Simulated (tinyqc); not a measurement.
Sp3 tight binding, zinc-blende lattice, step by step. One step of it, computed by the program tinyqc.

Task: Bloch Hamiltonian at X. Slater-Koster rules over the four bonds with direction cosines (l, m, n): ss V_ss; s-px l V_sp; px-s -l V_sp; px-px l^2 V_pps + (1 - l^2) V_ppp; px-py l m (V_pps - V_ppp); each times exp(i k.d).

Parameters chosen for this model: zinc-blende lattice, anion at 0, cation at a/4 (1,1,1); V = eta hbar^2 / (m d^2), hbar^2/m = 7.619964 eV angstrom^2:
```
parameter          value      unit
a               3.760000  angstrom
d               1.628128  angstrom
Es anion      -16.320000        eV
Ep anion       -9.280000        eV
Es cation      -8.270000        eV
Ep cation      -5.080000        eV
eta ss         -1.320000
eta sp          1.420000
eta pp sigma    2.220000
eta pp pi      -0.630000
V ss           -3.794459        eV
V sp            4.081918        eV
V pp sigma      6.381590        eV
V pp pi        -1.810992        eV
```

k point X (2 pi / a): 1  0  0

Give: H(k) at X.

Result:

H(k) at X (eV), lower triangle (Hermitian):
```
                 a s            a px             a py             a pz
a s         -16.3200
a px          0.0000         -9.2800
a py          0.0000          0.0000          -9.2800
a pz          0.0000          0.0000           0.0000          -9.2800
c s           0.0000  0.0000+9.4268i           0.0000           0.0000
c px  0.0000-9.4268i          0.0000           0.0000           0.0000
c py          0.0000          0.0000           0.0000  0.0000-10.9234i
c pz          0.0000          0.0000  0.0000-10.9234i           0.0000

          c s     c px     c py     c pz
c s   -8.2700
c px   0.0000  -5.0800
c py   0.0000   0.0000  -5.0800
c pz   0.0000   0.0000   0.0000  -5.0800
```
